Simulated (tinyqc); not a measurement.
Cyclotron resonance of ellipsoidal valleys, Ge type, step by step. Values are carried at full precision from step to step, so a last printed digit may differ when a step is redone from the rounded ones.

Valleys along [111], [-111], [1-11], [11-1], mass ml along the axis and mt across it. B lies in the (1-10) plane, b = (sin(theta)/sqrt2, sin(theta)/sqrt2, cos(theta)). For the angle phi between B and the axis, 1/mc^2 = cos^2(phi)/mt^2 + sin^2(phi)/(mt ml). Resonance: h nu = 2 muB B/mc, h = 2 pi hbar.

Constants: hbar = 6.58211957e-16 eV s; muB = 5.788381798e-05 eV/T.

Parameters, chosen for this exercise (near those of Ge; not measured data):
- theta = 77 degrees (angle of B from [001] towards [110])
- ml = 1.658 m0 (longitudinal mass)
- mt = 0.084 m0 (transverse mass)
- nu = 140 GHz (microwave frequency)
- tau = 8.3 ps (scattering time)

## Angles to the valley axes

Give b and cos^2(phi) for each axis.

b: 0.6890  0.6890  0.2250

cos^2(phi): [111] 0.8564, [-111] 0.0169, [1-11] 0.0169, [11-1] 0.4431

## Cyclotron masses and resonance fields

For each axis, mc and B = h nu mc/(2 muB).

Resonances:

| axis | mc (m0) | B (T) |
|---|---|---|
| [111] | 0.0904 | 0.4520 |
| [-111] | 0.3253 | 1.6270 |
| [1-11] | 0.3253 | 1.6270 |
| [11-1] | 0.1223 | 0.6119 |

3 distinct masses appear; the limits are mt = 0.084 (B along the axis) and sqrt(ml mt) = 0.3732 (B across it).

## The same from the mass tensor

For the valley along [11-1]: M = mt 1 + (ml - mt) a a^T, and mc^2 = det M/(b M b).

M (m0):
```
         x        y        z
x   0.6087   0.5247  -0.5247
y   0.5247   0.6087  -0.5247
z  -0.5247  -0.5247   0.6087
```

det M = 0.011699
b M b = 0.7815
mc = 0.1223 m0

## Line shape

For linear polarisation and one isotropic mass the absorbed power goes as P = [1 + (w^2 + wc^2) tau^2]/([1 + (wc^2 - w^2) tau^2]^2 + 4 w^2 tau^2), w = 2 pi nu. List it for wc/w = 0, 0.5, 0.8, 0.9, 1, 1.1, 1.2, 1.5 and 2, which is B over the resonance field.

w tau = 7.301

Power:

| wc/w | P |
|---|---|
| 0.0 | 0.01841 |
| 0.5 | 0.03904 |
| 0.8 | 0.1625 |
| 0.9 | 0.3287 |
| 1.0 | 0.5023 |
| 1.1 | 0.3283 |
| 1.2 | 0.1616 |
| 1.5 | 0.03640 |
| 2.0 | 0.01025 |

The largest listed value lies at wc/w = 1.0, 27.3 times the zero-field value. With w tau well above 1 the line is sharp, of relative half width about 1/(w tau). The closest two lines of this crystal are 35.4 % apart, so they are resolved.

## Checks

- Rotation frequency of dv/dt = -M^-1 (v x b) for the valley along [11-1], in units of e B/m0, against 1/mc: both 8.1733.

Run: tinyqc, `OMP_NUM_THREADS=1 python tinyqc.py 1281066 1281067 out.jsonl`; Intel(R) Xeon(R) Processor @ 2.30GHz, one thread, shared host; about 0.01 s of CPU time with all checks.
